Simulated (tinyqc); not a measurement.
# Resonant-tunnelling diode, transfer matrices and Tsu-Esaki current: two studies

Emitter (band edge 0), barrier d1, well Lw, barrier d2, spacer ds, collector (edge -V). The bias drops linearly over these layers and none in the contacts; each layer is cut into ns equal slices, flat at the value of their centres. E is the energy of motion across the layers, C = hbar^2/(2 m0), psi and psi'/m are continuous. Transport is coherent, T(E) is taken as independent of the transverse momentum, and charge in the well is ignored.

Parameters, values chosen for the exercise; masses and offsets of a made-up heterostructure:
```
symbol  value  unit                                               meaning
T         200     K                                           temperature
mw       0.26    m0                 mass in the well, spacer and contacts
U1          1    eV                                        barrier height
m1        0.5    m0                                          barrier mass
d1        0.8    nm                                       emitter barrier
Lw        1.7    nm                                            well width
d2        0.8    nm                                     collector barrier
ns          2                                        slices in each layer
ds        2.6    nm            undoped spacer after the collector barrier
Ef       0.15    eV  Fermi energy of both contacts above their band edges
V        0.21     V                                 bias of the collector
```

Constants: q = 1.602176634e-19 C, kB = 1.380649e-23 J/K, hbar = 1.054571817e-34 J s, m0 = 9.1093837015e-31 kg, Vt = kB T/q, hbar^2/(2 m0) = 0.0380998212 eV nm^2. Results are converted to the units shown.

Each table varies one quantity; the others keep the values above.

## Effect of the Fermi energy

For the pair (psi, psi'/m) a flat layer has M = [[cos kd, (m/k) sin kd], [-(k/m) sin kd, cos kd]] with k = sqrt(m (E - U)/C) above its edge U, and M = [[cosh Kd, (m/K) sinh Kd], [(K/m) sinh Kd, cosh Kd]] with K = sqrt(m (U - E)/C) below it. Later slices stand to the left. With M acting on (psi, psi'/m) and v = k/m in each lead, T(E) = 4 vL vR/[(vL vR M12 - M21)^2 + (vR M11 + vL M22)^2]. J = J0 times the integral over E > 0 of T(E) N(E), N = ln[(1 + exp((Ef - E)/Vt))/(1 + exp((Ef - V - E)/Vt))], J0 = q^2 mw m0 kB T/(2 pi^2 hbar^3) (times 1e-4 for A/cm^2 per eV). The integral is converged to the digits shown. Er is the first maximum of T(E) at this bias.

Results:
```
Ef (eV)  N at Er = 0.1332 eV  J (kA/cm^2)
0.033               0.002981       0.8409
0.062                0.01594        4.325
0.09                 0.07839        20.48
0.147                  1.172        289.8
0.176                  2.563        631.5
0.205                  4.181         1032
0.233                  5.792         1434
```

Estimate the missing row, Ef = 0.119 eV.

Computed row:
```
Ef (eV)  N at Er = 0.1332 eV  J (kA/cm^2)
0.119                 0.3637        91.80
```

With this row back in the table: J rises from 0.841 to 1430 kA/cm^2, a factor of 1710, while N at the resonance grows by 1940.

## Resonance against bias

The resonance is the first maximum of T(E) for E > 0, G its full width at half maximum. For a sharp resonance J = J0 (pi G/2) Tp N(Er), with Er the peak energy, Tp the peak transmission and G the full width at half maximum (in eV).

Resonance against bias:
```
V (V)  Er (eV)      Tp  G (meV)  J (kA/cm^2)  one-resonance J (kA/cm^2)
0.069   0.1730  0.9921    2.350        61.83                      60.67
0.155   0.1488  0.9602    2.358        187.2                      188.0
0.241   0.1244  0.9027    2.387        408.1                      414.6
0.327  0.09986  0.8167    2.448        662.4                      674.6
0.413  0.07518  0.7017    2.547        871.0                      886.4
0.499  0.05037  0.5591    2.681        971.2                      987.6
0.585  0.02545  0.3846    2.830        880.5                      896.0
```

Read the table: what changes, and by how much?

Er falls from 0.173 to 0.0254 eV, by 0.286 eV a volt, against the share 0.280 of the bias at the centre of the well. Tp falls from 0.992 to 0.385: the bias makes equal barriers unequal. The one-resonance current is 1.9 % below the full integral in the first row and 1.8 % above it in the last. In 3 of the 7 rows the bias alone exceeds 0.4 V, so electrons enter the collector far above its band edge, where real bands are no longer parabolic.

Numbers from tinyqc (`OMP_NUM_THREADS=1 python tinyqc.py 2600046 2600047 out.jsonl`; about 0.1 s on one thread of a shared Intel Xeon 2.30GHz).
